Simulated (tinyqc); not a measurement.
Small-signal admittance of a forward-biased p+-n diode: one step of the calculation.

Holes injected into a neutral base of width wb with an ohmic contact at its end; low injection, p0 far above the equilibrium density. A small voltage v exp(i w t), w = 2 pi f, modulates the edge density by p0 v/Vt, and the small-signal density obeys Dp d2p/dx2 = (1/tau + i w) p.

Task. The same by finite differences. 9 equal intervals, h = wb/9; u = small-signal density over its edge value, u_0 = 1, u_9 = 0; u_(i-1) + b u_i + u_(i+1) = 0 with b = -2 - h^2 (1/tau + i w)/Dp; Y = (q Dp p0/(Vt h)) (-b/2 - u_1), which includes the half box at the edge.

Inputs (values chosen for the exercise); permittivity close to that of gallium arsenide:
- T = 300 K (temperature)
- Dp = 5.5 cm^2/s (hole diffusion coefficient)
- tau = 1e-7 s (hole lifetime)
- wb = 12 um (width of the neutral base)
- p0 = 1.5e14 cm^-3 (excess hole density at the junction edge)
- f = 2.9e5 Hz (signal frequency)

Constants: q = 1.602176634e-19 C, kB = 1.380649e-23 J/K, Vt = kB T/q. Results are converted to the units shown.

Wanted: b; u; Y on the mesh.

Result.

b = -2.032-0.006i

```
node,u
1,0.8205-0.0104i
2,0.6676-0.0164i
3,0.5364-0.0190i
4,0.4226-0.0190i
5,0.3227-0.0171i
6,0.2332-0.0139i
7,0.1514-0.0097i
8,0.0745-0.0050i
```

Y on the mesh = 7.502+0.514i S/cm^2

Program tinyqc, `OMP_NUM_THREADS=1 python tinyqc.py 2890193 2890194 out.jsonl`; Intel Xeon 2.30GHz, shared host, one thread, about 0.01 s.
